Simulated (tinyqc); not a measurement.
Capacitances against the space between lines.

Endless row of lines of width wl, height tl and space sl between grounded planes at distance hd; e2 fills the gaps beside the lines, e1 the rest. Laplace's equation is solved on meshes of 3, 6 and 12 steps per unit u and extrapolated (Aitken), which is good to about 0.2 %. C_even (all lines at 1 V) is the capacitance Cg to the planes; C_odd (neighbours in antiphase) = Cg + 4 Cc if only nearest neighbours couple, which defines Cc; total with quiet neighbours Cg + 2 Cc. Plate values 2 eps0 e1 wl/hd and eps0 e2 tl/sl.

Parameters, values chosen for the exercise: relative permittivity above and below the lines e1 = 3; relative permittivity between the lines e2 = 2; line width, in units u wl = 4 u; line height tl = 12 u; distance to each plane hd = 8 u.

Constants: eps0 = 8.8541878128e-12 F/m. Results are converted to the units shown.

The same in every row: plate Cg (aF/um) = 26.6.

Results:
```
sl (u),Cg (aF/um),Cc (aF/um),Cg + 2 Cc (aF/um),C_odd (aF/um),plate Cc (aF/um),"share of coupling, 2 Cc/(Cg + 2 Cc) (%)"
2,39.2,131,302,565,106,87.0
6,60.5,44.7,150,239,35.4,59.7
8,69.4,31.9,133,197,26.6,47.9
12,83.7,17.9,119,155,17.7,29.9
16,93.8,10.5,115,136,13.3,18.3
24,105,3.79,113,120,8.85,6.72
```

Estimate the missing row, sl = 4 u.

Computed row:
```
sl (u),Cg (aF/um),Cc (aF/um),Cg + 2 Cc (aF/um),C_odd (aF/um),plate Cc (aF/um),"share of coupling, 2 Cc/(Cg + 2 Cc) (%)"
4,50.5,68.2,187,323,53.1,73.0
```

With this row back in the table: As sl goes from 2 to 24, Cg rises from 39.2 to 105 aF/um, Cc falls from 131 to 3.79 aF/um and the share of coupling falls from 87.0 to 6.72 %. Cg is 1.48 times its plate value in the first row and 3.96 times in the last; for Cc the ratios are 1.24 and 0.427. Neighbours in antiphase raise the load by a factor of 1.87 and 1.07 over quiet ones. For sl = 2, 4 the planes are farther than 0.8 of the pitch, so second neighbours couple too and Cg + 2 Cc understates the quiet load by a per cent or more.

Numbers from tinyqc (`OMP_NUM_THREADS=1 python tinyqc.py 2790103 2790104 out.jsonl`; about 1 s on one thread of a shared Intel Xeon 2.30GHz).
